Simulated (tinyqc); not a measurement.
Gupta-type many-body potential for a metal: one step, computed by the program tinyqc. Command: `OMP_NUM_THREADS=1 python tinyqc.py 3024266 3024267 out.jsonl gupta walk`. One thread of a shared host (Intel(R) Xeon(R) Processor @ 2.30GHz), about 0.02 s of CPU time with the checks.

E_i = sum_j A exp(-p (r_ij/r0 - 1)) - xi rho_i^gamma, with rho_i = sum_j exp(-2 q (r_ij/r0 - 1)); gamma = 1/2 is the tight-binding second-moment form. The crystal is fcc unless stated; d is the neighbour distance and a fixed number of shells is kept.

Task: Equilibrium of the fcc crystal. fcc shells: d sqrt(k), k = 1..5, with 12, 6, 24, 12, 24 atoms; Omega = d^3/sqrt2. Equilibrium: dE/dd = 0; B = d^2 E''(d)/(9 Omega).

Inputs (values chosen for the exercise, modelled on aluminium):
```
quantity,value,unit
repulsion A,0.128,eV
hopping xi,1.32,eV
decay p,8.59,-
decay q,2.58,-
reference distance r0,2.864,angstrom
shells kept,3,-
embedding exponent gamma,0.5,-
```

Constants: 1 eV/angstrom^3 = 160.2176634 GPa.

Give: neighbour distance d; lattice constant; cohesive energy E_c; bulk modulus B.

Result:

neighbour distance d = 2.882 angstrom

lattice constant = 4.076 angstrom

cohesive energy E_c = 3.244 eV

bulk modulus B = 79.77 GPa
